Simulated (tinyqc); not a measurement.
Beam energy: resolution against speed: sputter depth profiling of a dopant layer: erosion rate, quantification and the mixing-roughness response. Computed by tinyqc, a small Python program. Command: `OMP_NUM_THREADS=1 python tinyqc.py 3020562 3020563 out.jsonl sims walk`. One thread of a shared host (Intel(R) Xeon(R) Processor @ 2.30GHz), about 0.07 s of CPU time with the checks.

A rastered ion beam erodes silicon (49.94 atoms per nm^3). The measured profile is the true one convolved with a depth response.

Inputs (values chosen for the exercise, modelled on a dopant in silicon under an oxygen or caesium beam):

| quantity | value | unit |
|---|---|---|
| beam energy E | 0.25 | keV |
| beam current | 26 | nA |
| raster side | 300 | um |
| sputter yield at 1 keV | 1.2 | - |
| mixing length at 1 keV | 2.2 | nm |
| roughness sigma | 0.96 | nm |
| depth of the top edge z0 | 17 | nm |
| box width b | 1.9 | nm |
| box concentration C | 3.5e+19 | 1/cm^3 |
| relative sensitivity factor RSF | 4.2e+21 | 1/cm^3 |
| matrix count rate | 1.3e+06 | 1/s |
| background count rate | 0.98 | 1/s |
| counting time per point | 0.5 | s |
| level that defines the junction C_B | 1e+16 | 1/cm^3 |

True profile: box.

Constants: e = 1.602176634e-19 C.

Method:
- Scaling chosen for the exercise: yield Y = Y1 E^0.5, mixing length w = w1 E^0.5 (E in keV).
- Erosion rate = Y I/(e x raster^2 x density); depth step = rate x counting time; concentration = RSF x counts/matrix counts; detection limit = RSF x 3 sqrt(background x time)/(matrix rate x time).
- Mixing alone turns a layer at z0 into (1/w) exp(-(z - z0 + w)/w) for z > z0 - w; roughness adds a Gaussian of width sigma. With x = z - z0 + w: g(x) = (1/(2w)) exp(sigma^2/(2 w^2) - x/w) erfc((sigma/w - x/sigma)/sqrt2), and its integral G(x) = (1/2) erfc(-x/(sigma sqrt2)) - w g(x). Measured: C [G(x) - G(x - b)].
- Width = full width at half maximum; the apparent junction is the deep point where the profile falls to C_B; time to profile to twice z0 = 2 z0/erosion rate, at fixed current.

erosion rate = 0.0216632 nm/s

Measured values:

| E (keV) | w (nm) | peak (1/cm^3) | width (nm) | apparent junction (nm) | time (min) |
|---|---|---|---|---|---|
| 0.15 | 0.8521 | 2.0045e+19 | 3.0571 | 25.445 | 33.770 |
| 0.25 | 1.1000 | 1.8737e+19 | 3.2214 | 26.980 | 26.158 |
| 0.50 | 1.5556 | 1.6633e+19 | 3.5298 | 29.792 | 18.496 |
| 1.00 | 2.2000 | 1.4287e+19 | 3.9748 | 33.658 | 13.079 |
| 2.00 | 3.1113 | 1.1882e+19 | 4.6192 | 38.890 | 9.248 |
| 4.00 | 4.4000 | 9.5922e+18 | 5.5476 | 45.900 | 6.539 |
| 8.00 | 6.2225 | 7.5420e+18 | 6.8676 | 55.223 | 4.624 |

From the highest to the lowest energy the width goes from 6.87 to 3.06 nm, towards the floor set by roughness and the box width 1.9 nm, and the junction error from 36.3 to 6.55 nm, at 7.3 times the time. Extrapolating the tail slope to zero energy separates mixing from real diffusion. Caution: the surface transient, segregation under the beam and the growth of roughness with depth are left out, and real yields fall faster near the sputter threshold.

Extremes, crossings and ranges named in words are read from the listed rows.
